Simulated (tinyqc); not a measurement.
MOS capacitor on a p-type substrate, surface potential from the exact charge relation: Capacitance-voltage curves.

Uniform p-type substrate, Boltzmann statistics, full ionisation, classical densities. psi is the surface potential against the body (positive when the bands bend down) and u = psi/Vt. Traps are spread evenly over the gap and neutral at flat band, so their charge is -q Dit psi; the minority quasi-Fermi level is shifted by Vb.

ni = sqrt(Nc Nv) exp(-Eg/(2 Vt)), Eg in volts; phiF = Vt ln(N/ni); Cox = eps0 eox/tox; Vfb = phiM - chi - (Eg - Vt ln(Nv/N)) - q Nf/Cox; Q0 = sqrt(2 eps0 eps_r q N Vt); r = (ni/N)^2 exp(-Vb/Vt); VT = Vfb + [(2 phiF + Vb)(1 + q Dit/Cox) + sqrt(2 eps0 eps_r q N (2 phiF + Vb))/Cox]. u = psi/Vt; F^2 = exp(-u) + u - 1 + r (exp(u) - u - 1); Qs = -sign(u) Q0 F; Cs = -dQs/dpsi = (Q0/Vt) |1 - exp(-u) + r (exp(u) - 1)|/(2 F). psi solves Vg = Vfb + psi + (q Dit psi - Qs)/Cox. Low frequency: 1/C_LF = 1/Cox + 1/(Cs + q Dit). High frequency, in the simple estimate in which traps and minority carriers do not follow: 1/C_HF = 1/Cox + 1/Cd, Cd being Cs with r = 0 at the same psi. Deep depletion: r = 0 and Dit = 0 both in the equation for psi and in Cs. Minority sheet density N_inv = (Q0/(2 q)) int_0^u r (exp(t) - 1)/F(t) dt for u > 0. N_inv under 1 cm^-2 is printed as 0. Regimes: accumulation when majority carriers gather, then depletion up to |psi| = phiF + Vb, weak inversion up to 2 phiF + Vb, strong inversion beyond.

Values chosen for this exercise; band and dielectric values close to those of gallium nitride:
```
symbol    value         unit                                                                 meaning
T           450            K                                                             temperature
Eg         3.36           eV                                                                band gap
eps_r      9.54                                                                relative permittivity
Nc      4.28e18        cm^-3                                  conduction-band density of states at T
Nv      8.52e19        cm^-3                                     valence-band density of states at T
chi        4.09           eV                                                       electron affinity
N        1.2e18        cm^-3                                       acceptor density of the substrate
eox         3.9               relative permittivity of the gate insulator (close to silicon dioxide)
tox         3.3           nm                                                     insulator thickness
phiM       4.44           eV                                                      gate work function
Nf            0        cm^-2                            fixed charge at the interface, in units of q
Dit           0  cm^-2 eV^-1                                              density of interface traps
Vb          1.3            V                    reverse bias of the inversion layer against the body
```

Constants: q = 1.602176634e-19 C, kB = 1.380649e-23 J/K, Vt = kB T/q, eps0 = 8.8541878128e-14 F/cm where lengths are in cm. Results are converted to the units shown.

Result of one run:
```
psi (V),C_LF/Cox,C_HF/Cox,C_deep/Cox,N_inv (cm^-2),regime
3.4489,0.12851,0.12851,0.12851,0,weak inversion
```

Which gate voltage against the body Vg gave this result: -3.76, -1.97, -0.18, 1.61 or 3.4 V?

Vg = 1.61 V.

The whole series:
```
Vg (V),psi (V),C_LF/Cox,C_HF/Cox,C_deep/Cox,N_inv (cm^-2),regime
-3.76,-0.15553,0.91364,0.91364,0.91364,0,accumulation
-2.87,-0.0083533,0.67783,0.67783,0.67783,0,accumulation
-1.97,0.50344,0.28546,0.28546,0.28546,0,depletion
-1.08,1.1823,0.20297,0.20297,0.20297,0,depletion
-0.18,1.9181,0.16573,0.16573,0.16573,0,depletion
0.71,2.6711,0.14372,0.14372,0.14372,0,depletion
1.61,3.4489,0.12851,0.12851,0.12851,0,weak inversion
2.5,4.2297,0.11780,0.11740,0.11740,1.3001e8,weak inversion
3.4,4.6273,0.90987,0.11279,0.10867,2.9551e12,strong inversion
```

C_LF/Cox is lowest, 0.118, at Vg = 2.5 V (weak inversion) among the rows listed and is 0.910 in the last row, where C_HF/Cox is 0.113 and the deep-depletion value 0.109. Vfb = -2.84 V, where C_HF/Cox = 0.662 (Cox in series with eps0 eps_r/LD), and VT = 2.75 V. In strong accumulation and inversion degeneracy and confinement, left out here, lower the capacitance.

Numbers from tinyqc (`OMP_NUM_THREADS=1 python tinyqc.py 2060053 2060054 out.jsonl`; about 0.01 s on one thread of a shared Intel Xeon 2.30GHz).
